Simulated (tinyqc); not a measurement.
Coherent transport through a tight-binding region between two chains, step by step. Computed by tinyqc, a small Python program that keeps every step. Settings: temperature = 300, mu = 0.27. Command: `OMP_NUM_THREADS=1 python tinyqc.py 24679 24680 out.jsonl` (the two numbers bound the seeds that draw the settings). One thread of a shared host (Intel(R) Xeon(R) Processor @ 2.60GHz), about 0.09 s of CPU time with the checks.

## Transmission at E = -0.17 eV

H of the central region (eV):
```
           1          2
1   0.900000  -2.020000
2  -2.020000   0.610000
```

Leads: semi-infinite chains with site energy 0:
```
parameter                           value
lead hopping t (eV)              2.900000
coupling to the left lead (eV)   0.420000
coupling to the right lead (eV)  1.340000
left contact site                       1
right contact site                      2
```

E = -0.170000 eV

Surface Green function g = (E - i sqrt(4 t^2 - E^2)) / (2 t^2); self-energy tc^2 g on each contact site; G = (E - H - Sigma)^(-1); Gamma = -2 Im Sigma; T = Gamma_L Gamma_R |G_LR|^2; local density of states -Im G_ii / pi.

g = -0.010107-0.344679i 1/eV

G (1/eV):
```
                    1                   2
1  0.182118-0.226301i  0.584546-0.125154i
2  0.584546-0.125154i  0.305353-0.083779i
```

local density of states (1/eV): 0.072034  0.026668

transmission = 0.053790

## Transmission across the band

The same steps on a grid of energies.

T(E):
```
E (eV)              T
-5.51000000  0.000062
-4.95900000  0.000259
-4.40800000  0.000651
-3.85700000  0.001482
-3.30600000  0.003430
-2.75500000  0.008825
-2.20400000  0.028691
-1.65300000  0.140212
-1.10200000  0.228492
-0.55100000  0.083543
0.00000000   0.046955
0.55100000   0.036556
1.10200000   0.036164
1.65300000   0.045804
2.20400000   0.083699
2.75500000   0.275265
3.30600000   0.107646
3.85700000   0.017536
4.40800000   0.004522
4.95900000   0.001294
5.51000000   0.000247
```

levels of the isolated region (eV): -1.270198  2.780198

## Current

I = (2e/h) int T(E) [f(E - mu - V/2) - f(E - mu + V/2)] dE at 300 K with mu = 0.27 eV, the bias not changing H; 2e^2/h = 77.48092 microsiemens; the integral runs over the band on 4001 points.

Current:
```
V (volt)  I (microampere)
0.010000         0.031178
0.050000         0.155908
0.100000         0.311920
0.200000         0.624677
0.400000         1.256111
0.800000         2.568408
```
